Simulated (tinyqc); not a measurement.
Spectrum around the gap: Franz-Keldysh effect at a direct gap.

Parabolic bands, vertical transitions, no excitons. For each hole band j: mr = me mj/(me + mj); joint density of states J_j(E) = (mr/c)^(3/2) sqrt(E - Eg)/(2 pi^2), both spins, c = hbar^2/2m0; averaged matrix element |e.p|^2 = m0 Ep/6; alpha_j(E) = 4 pi^2 alpha_f c Ep J_j/(3 nr E) in 1/angstrom (alpha_f the fine-structure constant, listed as alpha among the constants), times 1e8 for 1/cm.

In a field Fd (1 kV/cm = 1e-5 V/angstrom) the electro-optic energy of band j is th = (c (e Fd)^2/mr)^(1/3), and sqrt(E - Eg) in J_j is replaced by pi sqrt(th) [Ai'(b)^2 - b Ai(b)^2] with b = (Eg - E)/th; Ai is the Airy function.

Constants: hbar^2/2m0 = 3.80998211 eV angstrom^2; fine-structure constant alpha = 0.007297352564.

Inputs chosen for the exercise (near those of InP; not measured data): Eg = 1.321 eV (direct gap); me = 0.0789 m0 (electron mass); mhh = 0.589 m0 (heavy-hole mass); mlh = 0.0871 m0 (light-hole mass); Ep = 20.7 eV (Kane energy); nr = 3.45 (refractive index); Fd = 61 kV/cm (uniform field).

Absorption (1/cm):

| E - Eg (eV) | alpha(0) | alpha(F) | change |
|---|---|---|---|
| -0.0683 | 0 | 2.348 | 2 |
| -0.0546 | 0 | 10.06 | 10 |
| -0.0410 | 0 | 38.85 | 39 |
| -0.0137 | 0 | 412.1 | 412 |
| 0.0000 | 0 | 1084 | 1084 |
| 0.0137 | 3512 | 2393 | -1119 |
| 0.0273 | 4907 | 4310 | -597 |
| 0.0410 | 5953 | 6274 | 321 |
| 0.0546 | 6802 | 7378 | 577 |
| 0.0683 | 7532 | 7564 | 31 |
| 0.0819 | 8168 | 7881 | -288 |
| 0.1093 | 9256 | 9369 | 114 |
| 0.1366 | 10153 | 1.022e+04 | 66 |

Give the missing row, E - Eg (eV) = -0.0273.

Computed row:
```
E - Eg (eV)  alpha(0)  alpha(F)  change
-0.0273             0     135.6     136
```

At the gap alpha(F) = 1084 1/cm; 54.6 meV below it 10.1 1/cm remain, the tail falling as exp(-(4/3) b^(3/2)). Among the energies listed the largest rise is 1084 1/cm at E - Eg = 0.0 meV and the largest fall -1119 1/cm at 13.7 meV. It changes sign between 0.0 and 13.7 meV, between 27.3 and 41.0 meV, between 68.3 and 81.9 meV and between 81.9 and 109.3 meV; th is 27.3 meV for heavy holes and 32.5 meV for light holes.

tinyqc: `OMP_NUM_THREADS=1 python tinyqc.py 1682681 1682682 out.jsonl`; about 0.01 s, one thread, shared Intel(R) Xeon(R) Processor @ 2.30GHz.
